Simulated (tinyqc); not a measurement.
# Boundary resistance from two temperatures

Question. A strip of width ws dissipates Pw per length on layer 1; with 45-degree spreading Tj - Tb = Pw [ln(w1/ws)/(2 k1) + Rb/w1], w1 = ws + 2 t1, where Tb is the temperature just under the boundary. Find Rb.

Parameters, values chosen for the exercise: width of the heated strip ws = 0.93 um; power per length of the strip Pw = 1.8 W/mm; thickness of layer 1 t1 = 0.72 um; conductivity of layer 1 k1 = 47.7 W/(m K).

Tb and Tj (K): 451.849820  478.613945

Solution. Subtract the resistance of layer 1 from (Tj - Tb)/Pw and multiply by w1.

Rb = 12.00 m^2 K/GW

Program tinyqc, `OMP_NUM_THREADS=1 python tinyqc.py 2520138 2520139 out.jsonl`; Intel Xeon 2.30GHz, shared host, one thread, about 0.01 s.
